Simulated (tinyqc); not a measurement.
# Delay unit and parasitic delay from two ring oscillators

Question. A ring of 31 inverters oscillates at 1/(2 x 31 d), with stage delay d = tau (h + p) for fan-out h. Find tau, p and the delay at fan-out 4.

frequencies of 31-stage ring oscillators with fan-out 1 and 6 (GHz): [2.8119935, 0.91456199]

Solution. d is a straight line in h with slope tau and intercept tau p.

tau = 2.380 ps
p = 1.410
delay at fan-out 4 = 12.88 ps

tinyqc, about 0.01 s, one thread, Intel Xeon 2.30GHz (shared host): `OMP_NUM_THREADS=1 python tinyqc.py 2082186 2082187 out.jsonl`
